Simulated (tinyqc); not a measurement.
Scattering of inversion-layer electrons by surface optical phonons of the gate insulator (remote phonon scattering): one step, computed by the program tinyqc.

One subband with the Fang-Howard envelope; insulator and channel are half-spaces, the gate is far away, and an interlayer only moves the polar surface away by t (its own modes and its permittivity contrast are left out).

Task: Surface modes and strengths. eps(w) = eps_inf + (eps_0s - eps_i) w1^2/(w1^2 - w^2) + (eps_i - eps_inf) w2^2/(w2^2 - w^2). Surface modes solve eps(w) + eps_s = 0, a quadratic in w^2; the strength of a mode is g = 2/(w d eps/dw). Occupation N = 1/(exp(hbar w/(k_B T)) - 1).

Inputs (values chosen for the exercise, modelled on SiO2 on In0.53Ga0.47As):
```
quantity                                 value  unit
static constant of the insulator eps_0s   3.94     -
intermediate constant eps_i               3.09     -
optical constant eps_inf                  2.55     -
hbar omega_TO1                            56.1   meV
hbar omega_TO2                             135   meV
constant of the channel eps_s             13.9     -
temperature T                              150     K
```

Constants: k_B = 8.617333262e-05 eV/K.

Give: hbar omega_SO; strengths g; occupations N; hbar omega g (2 N + 1).

Result:

hbar omega_SO (meV): 1 57.5, 2 137.2

strengths g: 1 0.002765, 2 0.001971

occupations N: 1 0.01186, 2 0.00002

hbar omega g (2 N + 1) (meV): 1 0.1627, 2 0.2705

The lower mode has the larger hbar omega g N, the prefactor of absorption before the dependence on q: 0.00188 and 6.63e-6 meV.
